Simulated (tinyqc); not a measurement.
Thin (001) film in sp3s* tight binding with raised dangling bonds: sweeps and comparisons. A value that a table varies takes the place of the one given here.

Planes alternate anion (a), cation (c) along [001], a/4 apart, starting with an anion; zero in-plane momentum; levels counted from the bulk Ev, the lower root of [[Epa, Vxx], [Vxx, Epc]]; no spin-orbit coupling. Block of s, pz, s*: from an anion to the cation above, Vss/2 (s,s), Vsapc/2 (s,z), -Vscpa/2 (z,s), Vxx/2 (z,z), Vxapc/2 (s*,z), -Vpaxc/2 (z,s*); to the cation below the same with the s-z and s*-z signs reversed. Block of u = (px + py)/sqrt2 and v = (px - py)/sqrt2: to the cation above (Vxx + Vxy)/2 for u and (Vxx - Vxy)/2 for v, to the cation below the reverse. Each surface atom has two dangling sp3 hybrids; raising both by dl adds (dl/2) [[1, t], [t, 1]] to its s, pz levels (t = -1 at the bottom face, +1 at the top) and dl to the one of u, v in whose plane the missing bonds lie (v for a bottom anion or a top cation, u for a top anion).

Parameters, chosen for this exercise (near a published set for Si, fitted to gaps, whose masses and valley positions are rough; not measured data):
- p = (-4.174, 1.719, -4.174, 1.719, 6.642, 6.642, -8.344, 1.709, 4.567, 5.697, 5.697, 5.36, 5.36) eV (order Esa, Epa, Esc, Epc, Exa, Exc, Vss, Vxx, Vxy, Vsapc, Vscpa, Vxapc, Vpaxc)
- Nw = 21 (planes in the thicker film)
- a = 5.43 angstrom (lattice constant)
- dp = 30 eV (value of dl for the passivated films)
- Ns = (6, 11, 12, 14, 22, 31, 44, 60) (numbers of planes)
- N0 = 10 (first number of planes)

## States in the gap of a film

edges (eV): Gamma 3.41800, Delta 1.14249

Levels between 0 and the lower bulk edge, the largest weight on the two outer planes of both faces among them, and the nearest levels outside, for several shifts dl.

Film of Nw planes:

| dl (eV) | levels in the gap | at (eV) | surface weight | next above (eV) | next below (eV) |
|---|---|---|---|---|---|
| 0 | 2 | 0.250, 0.306 | 0.74 | 1.1989 | -0.1032 |
| 1 | 2 | 0.732, 0.748 | 0.82 | 1.1989 | -0.0998 |
| 2 | 0 | - | - | 1.1425 | -0.0978 |
| 3 | 0 | - | - | 1.1883 | -0.0965 |
| 5 | 0 | - | - | 1.1963 | -0.0949 |
| 10 | 0 | - | - | 1.1988 | -0.0931 |
| 30 | 0 | - | - | 1.1988 | -0.0913 |
| 100 | 0 | - | - | 1.1988 | -0.0906 |

Can the levels of the bare film be read as confined subbands?

No: with bare surfaces (dl = 0) 2 levels lie in the bulk gap, with up to 74 % of the weight on the four outer planes, two a face, where an even spread gives 19 %; these are dangling-bond states, not subbands. The reruns show the bulk gap clear from dl = 2 eV on, and at dl = 30 eV the next level above lies 0.0 meV from its value at 100 eV. At dl = 2 eV the next level above is more than 20 meV from its value at 100 eV, so the surface still acts on it.

## Gap against thickness

Passivated films (finite dp, so levels can still be some meV from their limit), thickness N a/4. Highest level below mid-gap (either block) and the two lowest above it. The exponents are -d ln(shift)/d ln N between the sixth and the last film, for the valence level and for the mean of the two conduction levels.

Levels (eV):

| N | thickness (angstrom) | Ev1 | Ec1 | Ec2 | gap |
|---|---|---|---|---|---|
| 6 | 8.14 | -0.5094 | 1.6030 | 1.7923 | 2.1124 |
| 11 | 14.93 | -0.2671 | 1.3145 | 1.3541 | 1.5815 |
| 12 | 16.29 | -0.2014 | 1.2954 | 1.3153 | 1.4968 |
| 14 | 19.00 | -0.1596 | 1.2550 | 1.2760 | 1.4146 |
| 22 | 29.86 | -0.0769 | 1.1920 | 1.1978 | 1.2690 |
| 31 | 42.08 | -0.0455 | 1.1687 | 1.1704 | 1.2142 |
| 44 | 59.73 | -0.0226 | 1.1558 | 1.1566 | 1.1784 |
| 60 | 81.45 | -0.0127 | 1.1498 | 1.1501 | 1.1625 |

exponents: valence 1.93, conduction 1.95

What can be read from the table?

The gap is 2.112 eV at 8.1 angstrom and 1.163 eV at 81.4, against 1.142 eV in the bulk along this line. At 14 planes the conduction side gives 113 meV of the widening and the valence side 160 meV. A hard-walled parabolic band has exponent 2; departures come from the offset between N a/4 and the effective width, from non-parabolicity and from the termination (odd and even N end differently: in the direction of the bond rows at the two faces and, in a compound, in the kind of atom), which also makes single steps in N uneven. Ec1 and Ec2 are the doublet of the two Delta valleys along the normal.

## Valley splitting plane by plane

kz of the minimum = 0.73173 2 pi/a

Ten passivated films from N0 planes on; the phase is N pi k0/2 modulo pi, k0 the position of the bulk minimum.

Lowest doublet:

| N | phase/pi | mean shift (meV) | splitting (meV) |
|---|---|---|---|
| 10 | 0.659 | 225.87 | 9.442 |
| 11 | 0.024 | 191.81 | 39.686 |
| 12 | 0.390 | 162.87 | 19.836 |
| 13 | 0.756 | 140.49 | 11.819 |
| 14 | 0.122 | 123.04 | 20.997 |
| 15 | 0.488 | 107.72 | 6.216 |
| 16 | 0.854 | 95.65 | 10.135 |
| 17 | 0.220 | 85.48 | 11.423 |
| 18 | 0.586 | 76.51 | 0.691 |
| 19 | 0.951 | 69.25 | 7.845 |

What does this show, and why?

The splitting ranges from 0.69 meV (N = 18) to 39.69 meV (N = 11), while the mean shift goes from 226 to 69 meV and falls steadily. The splitting changes direction 6 times in these ten films, and one plane more changes it by up to 30.24 meV: it hangs on the phase between the two faces, which is why atomic steps matter.

## What each change does

A film of Nw planes with shift dp: highest level below mid-gap (half the lower bulk edge) and the two lowest above. Each row changes one parameter from the base and keeps the others.

Results:

| case | Ev1 (eV) | Ec1 (eV) | Ec2 (eV) |
|---|---|---|---|
| base | -0.0913 | 1.1988 | 1.2004 |
| Nw = 25 | -0.0671 | 1.1815 | 1.1855 |
| dp = 60 eV | -0.0908 | 1.1988 | 1.2007 |

What can be read from the table?

The largest shifts from the base row, up to three for each result and ties (the steps differ in size, so this ranks the rows, not the parameters). Ev1 (eV): Nw +0.0242, dp +0.0005. Ec1 (eV): Nw -0.0174; unchanged at the printed digits by dp. Ec2 (eV): Nw -0.0149, dp +0.0003. An odd change of Nw also changes which atoms end the film, so levels need not move as thickness alone would move them; the row for dp shows how far the passivation is from converged.

Run: tinyqc, `OMP_NUM_THREADS=1 python tinyqc.py 1481178 1481179 out.jsonl`; Intel(R) Xeon(R) Processor @ 2.30GHz, one thread, shared host; about 0.3 s of CPU time with all checks.
